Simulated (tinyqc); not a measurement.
Stark shift: graded (staircase) quantum well by finite differences.

Finite differences on points z_i at the centres of cells of width h: H_ii = (c/h^2)(1/m_(i-1/2) + 1/m_(i+1/2)) + V_i, H_(i,i+1) = -(c/h^2)/m_(i+1/2), where m_(i+1/2) is the mean of the masses at the two points (the end values are repeated outwards), psi = 0 on the points beyond both ends, c = hbar^2/2m0. The field adds e F (z - z0) with z0 the middle of the structure; 1 kV/cm = 1e-5 eV/angstrom.

Constants: hbar^2/2m0 = 3.80998211 eV angstrom^2.

Values chosen for the exercise (out of a larger set: near those of an InGaAs well in InAlAs; not measured data):
- layers = ((48, 0.495, 0.0737), (16, 0.22, 0.0557), (16, 0.055, 0.0449), (16, 0, 0.0413), (16, 0.055, 0.0449), (16, 0.22, 0.0557), (48, 0.495, 0.0737)) (each layer: thickness in angstrom, band edge in eV, mass in m0)
- hf = 1 angstrom (cell width of the fine grid)
- Fs = (0, 33.3, 66.7, 100, 133, 167, 200) kV/cm (fields)

Fine grid. Perturbation theory: dE1 = e F z_11 - beta (e F)^2 with beta = sum_j z_1j^2/(E_j - E_1) over the 13 next levels at zero field, z from z0.

Levels against field:
```
F (kV/cm)  E1 (eV)  E2 (eV)  dE1 (meV)  second order (meV)  <z - z0> (angstrom)  E2 - E1 (meV)
0           0.1282   0.3858       0.00                0.00                  0.0          257.5
33.3        0.1281   0.3855      -0.14               -0.14                 -0.8          257.4
66.7        0.1276   0.3846      -0.55               -0.55                 -1.7          256.9
100         0.1270   0.3830      -1.24               -1.24                 -2.5          256.1
133         0.1260   0.3809      -2.20               -2.20                 -3.3          254.9
167         0.1247   0.3780      -3.47               -3.46                 -4.2          253.3
200         0.1232   0.3745      -4.99               -4.97                 -5.0          251.3
```

z_11 = 0.00 angstrom
beta = 1242 angstrom^2/eV

At zero field the state is centred, so the shift starts as F^2; it turns linear only if the state is pulled to one side. At 200 kV/cm E1 has moved by -4.99 meV, where second order gives -4.97 meV; they differ by 0.4 % there. The electron moves by -5.0 angstrom, against the rise of the potential. From 133 kV/cm on E2 lies above the lowest point of the outer barrier, so it is a resonance or a state of the finite grid, held or pushed up by its ends. E2 - E1 shrinks with the field; the ends are 257.5 and 251.3 meV.

(tinyqc, `OMP_NUM_THREADS=1 python tinyqc.py 1250049 1250050 out.jsonl`, Intel(R) Xeon(R) Processor @ 2.30GHz, 1 thread, shared host, about 0.01 s.)
